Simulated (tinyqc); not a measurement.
Worked calculation: thermal, flicker and telegraph noise of a field-effect transistor. Computed by tinyqc, a small Python program that keeps every step. Command: `OMP_NUM_THREADS=1 python tinyqc.py 3005380 3005381 out.jsonl noise walk`. One thread of a shared host (Intel(R) Xeon(R) Processor @ 2.30GHz), about 0.01 s of CPU time with the checks. Intermediate numbers are printed to about 6 digits and carried at full precision; extremes and crossings named in words are read from the listed rows.

Strong inversion, threshold roll-off and channel-length modulation left out; noise sources are uncorrelated and are given as one-sided spectral densities.

Inputs (values chosen for the exercise, modelled on a high-k silicon transistor):
```
quantity                                   value         unit
width W                                       48   micrometre
length L                                     230           nm
electrical oxide thickness t                 2.9           nm
mobility mu                                  210   cm^2/(V s)
saturation velocity v_s                     0.78     1e7 cm/s
overdrive V_ov                              0.56            V
thermal noise factor gamma                 0.667            -
oxide trap density N_t                   4.3e+17  1/(eV cm^3)
oxide barrier phi                            3.1           eV
oxide mass m_ox                              0.4          m_0
Coulomb scattering coefficient alpha_sc     4200        V s/C
frequency f                                20000           Hz
temperature T                                300            K
```

Operating region: saturation. Flicker model: number with correlated mobility.

Constants: eps_0 = 8.8541878128e-12 F/m; hbar = 1.054571817e-34 J s; m_0 = 9.1093837015e-31 kg; e = 1.602176634e-19 C; k_B = 8.617333262e-05 eV/K; k_B = 1.380649e-23 J/K.

## Operating point

C_ox = 3.9 eps_0/t; V_c = 2 v_s L/mu; I = W C_ox v_s V_ov^2/(V_ov + V_c); g_m = W C_ox v_s V_ov (V_ov + 2 V_c)/(V_ov + V_c)^2; g_d0 = mu C_ox (W/L) V_ov.

C_ox = 1.19074 microfarad/cm^2

drain current I = 6162.75 microampere

g_m = 19293.3 microsiemens

g_d0 = 29223.8 microsiemens

## Flicker noise

Tunnelling length lambda = hbar/(2 sqrt(2 m_ox phi)); flat-band noise S_Vfb = e^2 k_B T lambda N_t/(W L C_ox^2 f). S_I = g_m^2 S_Vfb (1 + alpha_sc mu C_ox I/g_m)^2.

tunnelling length lambda = 0.876437 angstrom

S_Vfb = 7.98867e-16 V^2/Hz

flicker S_I = 5.30339e-19 A^2/Hz

flicker S_I/I^2 = 1.39638e-14 1/Hz

## Thermal noise and corner

Thermal: S_I = 4 k_B T gamma g_d0; input-referred S_V = S_I/g_m^2; corner f_c where flicker equals thermal. Total input noise from 1 Hz to f_c: sqrt(S_V,thermal [f_c ln(f_c/1 Hz) + f_c - 1 Hz]).

thermal S_I = 3.22943e-22 A^2/Hz

input-referred thermal noise = 0.931446 nV/sqrt(Hz)

corner frequency f_c = 3.28441e+07 Hz

input noise up to f_c = 22.8401 microvolt

full shot noise 2eI over thermal S_I = 6.11489

At f the noise is flicker dominated (f_c/f = 1640).

## How many traps?

Active traps per decade of time constant: N_dec = N_t k_B T W L lambda ln(10); a single trap at the interface shifts the threshold by e/(W L C_ox) and the current by g_m times that; tunnelling depth for frequency f, z = lambda ln(1/(2 pi f tau_0)), tau_0 = 1e-10 s.

traps per decade = 24.7667

threshold step of one trap = 0.00121878 mV

current step of one trap = 3.81555e-04 %

depth probed at f = 0.989014 nm

With several traps per decade their Lorentzians merge into 1/f.

## Telling the models apart

The formulas are those given above.

Against the overdrive:
```
V_ov (V)  I (microampere)  (g_m/I)^2 (1/V^2)  S_I/I^2 (1/Hz)  S_I/g_m^2 (V^2/Hz)
0.20                934.3            89.7955     8.85164e-14         9.85756e-16
0.25               1422.6            56.0915     5.82579e-14         1.03862e-15
0.32               2250.4            33.1435     3.70186e-14         1.11692e-15
0.40               3382.9            20.4824     2.48380e-14         1.21265e-15
0.50               5046.4            12.5828     1.68853e-14         1.34194e-15
0.63               7566.3             7.5460     1.15188e-14         1.52648e-15
0.80              11373.8             4.4157     7.93479e-15         1.79693e-15
1.00              16459.3             2.6595     5.74219e-15         2.15911e-15
```

S_I/I^2 falls as V_ov^-1.87 at first and V_ov^-1.45 at the end; (g_m/I)^2 as V_ov^-2.11 and V_ov^-2.27. The input-referred noise rises by a factor 2.19, because trapped charge also scatters, and that term grows with I/g_m.

Checks made by the program: g_m against a numerical derivative of I (relative difference below 1e-10).
